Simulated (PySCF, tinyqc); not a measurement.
Inside a calculation. Method: RHF in the sto-6g basis, for B+, spin multiplicity 1. The lowest restricted solution is unstable here: a spin-polarised one lies 0.0000 hartree lower (PySCF). One step of it, computed by the program tinyqc.

Task: Iteration 1: building the Fock matrix. J_ij = sum D_kl (ij|kl), K_ij = sum D_kl (ik|jl); F = H + J - 0.5 K; E = tr D H + tr D J / 2 - 0.25 tr D K + E_nn.

D at the start:
```
            1B 1s      1B 2s    1B 2px    1B 2py    1B 2pz
1B 1s    1.745157  -0.454760  0.000000  0.000000  0.000000
1B 2s   -0.454760   1.724682  0.000000  0.000000  0.000000
1B 2px   0.000000   0.000000  0.257028  0.000000  0.000000
1B 2py   0.000000   0.000000  0.000000  0.257028  0.000000
1B 2pz   0.000000   0.000000  0.000000  0.000000  0.257028
```

core Hamiltonian H = T + V (hartree):
```
             1B 1s      1B 2s     1B 2px     1B 2py     1B 2pz
1B 1s   -12.444477  -3.078069   0.000000   0.000000   0.000000
1B 2s    -3.078069  -3.375648   0.000000   0.000000   0.000000
1B 2px    0.000000   0.000000  -2.624950   0.000000   0.000000
1B 2py    0.000000   0.000000   0.000000  -2.624950   0.000000
1B 2pz    0.000000   0.000000   0.000000   0.000000  -2.624950
```

Two-electron integrals (ij|kl) in chemists' order, unique and non-zero (hartree):
```
(11|11) 2.924993   (21|11) 0.480756   (21|21) 0.099484   (22|11) 0.743449
(22|21) 0.188967   (22|22) 0.544922   (31|31) 0.021096   (32|31) 0.030854
(32|32) 0.120443   (33|11) 0.743450   (33|21) 0.188967   (33|22) 0.544922
(33|33) 0.587109   (41|41) 0.021096   (42|41) 0.030854   (42|42) 0.120443
(43|43) 0.031641   (44|11) 0.743450   (44|21) 0.188967   (44|22) 0.544922
(44|33) 0.523827   (44|44) 0.587109   (51|51) 0.021096   (52|51) 0.030854
(52|52) 0.120443   (53|53) 0.031641   (54|54) 0.031641   (55|11) 0.743450
(55|21) 0.188967   (55|22) 0.544922   (55|33) 0.523827   (55|44) 0.523827
(55|55) 0.587109
```

nuclear repulsion = 0 hartree

Give: Coulomb J; exchange K; Fock matrix F; total energy of this density.

Result:

Coulomb J (hartree):
```
         1B 1s   1B 2s  1B 2px  1B 2py  1B 2pz
1B 1s   6.5228  1.2201  0.0000  0.0000  0.0000
1B 2s   1.2201  2.4856  0.0000  0.0000  0.0000
1B 2px  0.0000  0.0000  2.4856  0.0000  0.0000
1B 2py  0.0000  0.0000  0.0000  2.4856  0.0000
1B 2pz  0.0000  0.0000  0.0000  0.0000  2.4856
```

exchange K (hartree):
```
         1B 1s   1B 2s  1B 2px  1B 2py  1B 2pz
1B 1s   4.8552  0.8054  0.0000  0.0000  0.0000
1B 2s   0.8054  1.0344  0.0000  0.0000  0.0000
1B 2px  0.0000  0.0000  0.3836  0.0000  0.0000
1B 2py  0.0000  0.0000  0.0000  0.3836  0.0000
1B 2pz  0.0000  0.0000  0.0000  0.0000  0.3836
```

Fock matrix F (hartree):
```
          1B 1s    1B 2s   1B 2px   1B 2py   1B 2pz
1B 1s   -8.3493  -2.2606   0.0000   0.0000   0.0000
1B 2s   -2.2606  -1.4073   0.0000   0.0000   0.0000
1B 2px   0.0000   0.0000  -0.3312   0.0000   0.0000
1B 2py   0.0000   0.0000   0.0000  -0.3312   0.0000
1B 2pz   0.0000   0.0000   0.0000   0.0000  -0.3312
```

total energy of this density = -20.980609 hartree

This density is the starting one; it is not idempotent, so its energy is not variational and may lie below the converged one.
